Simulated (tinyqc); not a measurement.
Nanowire ballistic transistor, top-of-the-barrier model: two steps of the calculation.

At the top of the source barrier, states moving towards the drain are filled by the source (Fermi level 0) and states moving back by the drain (Fermi level -q Vd); nothing scatters. U is the shift of the band edge there, set by the capacitances CG, CD and CS (the total) and by the charge. Parabolic one-dimensional subband; the source is grounded.

Parameters, values chosen for the exercise; mass and valleys close to those of germanium:
```
symbol  value  unit                                                                 meaning
T         250     K                                                             temperature
m       0.125    m0                                                          effective mass
gv          4                                                             valley degeneracy
eox       3.9                                   relative permittivity of the gate insulator
tox       3.9    nm                                                     insulator thickness
d           2    nm                                                           wire diameter
aG       0.86                                                            gate control CG/CS
E0       0.18    eV  band edge at the barrier top above the source Fermi level at zero bias
Vd        0.5     V                                                           drain voltage
```

Constants: q = 1.602176634e-19 C, kB = 1.380649e-23 J/K, hbar = 1.054571817e-34 J s, h = 6.62607015e-34 J s, m0 = 9.1093837015e-31 kg, Vt = kB T/q, eps0 = 8.8541878128e-14 F/cm where lengths are in cm. Results are converted to the units shown.

Question 1. Self-consistent potential at the barrier top. eta1 = -(E0 + U)/Vt, eta2 = eta1 - Vd/Vt, n = (N0/2)[F_(-1/2)(eta1) + F_(-1/2)(eta2)], F_(-1/2)(x) = (1/sqrt(pi)) int_0^infinity u^(-1/2)/(1 + exp(u - x)) du. U(out) = UL + q (n - n0)/CS. Newton step: U(new) = U + (U(out) - U)/(1 + CQ/CS), CQ = (q/Vt) dn/d(eta1) with both F' summed; F' = dF_(-1/2)/dx.

U at the start (U = UL) = -0.475 eV
N0 = 5.9997761e6 cm^-1
CS = 1.5874738 pF/cm
n0 = 1410.6606 cm^-1
UL = -0.475 eV

Wanted: eta1; eta2; n; U(out); CQ; U after iteration 1.

Answer 1.

eta1 = 13.693
eta2 = -9.5157
n = 1.2498e7 cm^-1
U(out) = 0.78624 eV
CQ = 3.4270 pF/cm
U after iteration 1 = -0.075717 eV

Question 2. Current, mean velocity and share of the gate voltage. N0 = gv sqrt(2 m kB T/pi)/hbar, CG = 2 pi eps0 eox/ln(1 + 2 tox/d), CS = CG/aG, n0 = n at U = 0 and Vd = 0. I = gv (2 q^2/h) Vt [ln(1 + exp eta1) - ln(1 + exp eta2)]. Mean velocity I/(q n). CQ = (q/Vt) dn/d(eta1); the band edge follows the gate as -dU/dVg = aG/(1 + CQ/CS).

converged U = -0.19637760 eV

Find: eta1; n; I; mean velocity; CQ; -dU/dVg.

Answer 2.

eta1 = 0.76022
n = 2.7621e6 cm^-1
I = 7.6371 uA
mean velocity = 1.7258e7 cm/s
CQ = 9.8202 pF/cm
-dU/dVg = 0.11968 eV/V

The carriers from the source are near degeneracy (eta1 = 0.760), and the mean velocity is 1.24 times vT = sqrt(2 kB T/(pi m)) = 1.39e7 cm/s.

tinyqc, about 0.05 s, one thread, Intel Xeon 2.30GHz (shared host): `OMP_NUM_THREADS=1 python tinyqc.py 2400129 2400130 out.jsonl`
